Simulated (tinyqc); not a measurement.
Inside a calculation. Method: empirical pseudopotential in a few plane waves. One step of it, computed by the program tinyqc.

Task: Levels at k. Diagonalise the Hermitian matrix.

H(k) at k (eV):
```
           +0+0+0     -1-1-1     -1-1+1     -1+1-1     -1+1+1     +1-1-1     +1-1+1     +1+1-1
+0+0+0   0.138921   2.482135  -2.482135  -2.482135  -2.482135  -2.482135  -2.482135  -2.482135
-1-1-1   2.482135  10.987980   0.000000   0.000000  -0.598650   0.000000  -0.598650  -0.598650
-1-1+1  -2.482135   0.000000  12.575647   0.598650   0.000000   0.598650   0.000000   0.000000
-1+1-1  -2.482135   0.000000   0.598650  11.517202   0.000000   0.598650   0.000000   0.000000
-1+1+1  -2.482135  -0.598650   0.000000   0.000000  13.104870   0.000000   0.598650   0.598650
+1-1-1  -2.482135   0.000000   0.598650   0.598650   0.000000  13.634092   0.000000   0.000000
+1-1+1  -2.482135  -0.598650   0.000000   0.000000   0.598650   0.000000  15.221759   0.598650
+1+1-1  -2.482135  -0.598650   0.000000   0.000000   0.598650   0.000000   0.598650  14.163314
+1+1+1   2.482135   0.000000  -0.598650  -0.598650   0.000000  -0.598650   0.000000   0.000000
-2+0+0   0.000000  -2.482135  -2.482135  -2.482135   2.482135   0.365586  -0.365586  -0.365586
+0-2+0   0.000000  -2.482135  -2.482135   0.365586  -0.365586  -2.482135   2.482135  -0.365586
+0+0-2   0.000000  -2.482135   0.365586  -2.482135  -0.365586  -2.482135  -0.365586   2.482135
+0+0+2   0.000000  -0.365586   2.482135  -0.365586  -2.482135  -0.365586  -2.482135   0.365586
+0+2+0   0.000000  -0.365586  -0.365586   2.482135  -2.482135  -0.365586   0.365586  -2.482135
+2+0+0   0.000000  -0.365586  -0.365586  -0.365586   0.365586   2.482135  -2.482135  -2.482135

           +1+1+1     -2+0+0     +0-2+0     +0+0-2     +0+0+2     +0+2+0     +2+0+0
+0+0+0   2.482135   0.000000   0.000000   0.000000   0.000000   0.000000   0.000000
-1-1-1   0.000000  -2.482135  -2.482135  -2.482135  -0.365586  -0.365586  -0.365586
-1-1+1  -0.598650  -2.482135  -2.482135   0.365586   2.482135  -0.365586  -0.365586
-1+1-1  -0.598650  -2.482135   0.365586  -2.482135  -0.365586   2.482135  -0.365586
-1+1+1   0.000000   2.482135  -0.365586  -0.365586  -2.482135  -2.482135   0.365586
+1-1-1  -0.598650   0.365586  -2.482135  -2.482135  -0.365586  -0.365586   2.482135
+1-1+1   0.000000  -0.365586   2.482135  -0.365586  -2.482135   0.365586  -2.482135
+1+1-1   0.000000  -0.365586  -0.365586   2.482135   0.365586  -2.482135  -2.482135
+1+1+1  15.750981  -0.365586  -0.365586  -0.365586  -2.482135  -2.482135  -2.482135
-2+0+0  -0.365586  15.133555   0.598650   0.598650  -0.598650  -0.598650   0.000000
+0-2+0  -0.365586   0.598650  17.250445   0.598650  -0.598650   0.000000  -0.598650
+0+0-2  -0.365586   0.598650   0.598650  16.192000   0.000000  -0.598650  -0.598650
+0+0+2  -2.482135  -0.598650  -0.598650   0.000000  19.367334   0.598650   0.598650
+0+2+0  -2.482135  -0.598650   0.000000  -0.598650   0.598650  18.308890   0.598650
+2+0+0  -2.482135   0.000000  -0.598650  -0.598650   0.598650   0.598650  20.425779
```

Give: eigenvalues.

Result:

eigenvalues (eV): [-2.652, 7.551, 8.640, 8.803, 10.892, 12.618, 12.937, 13.136, 16.114, 16.469, 18.316, 21.148, 21.644, 22.057, 26.101]
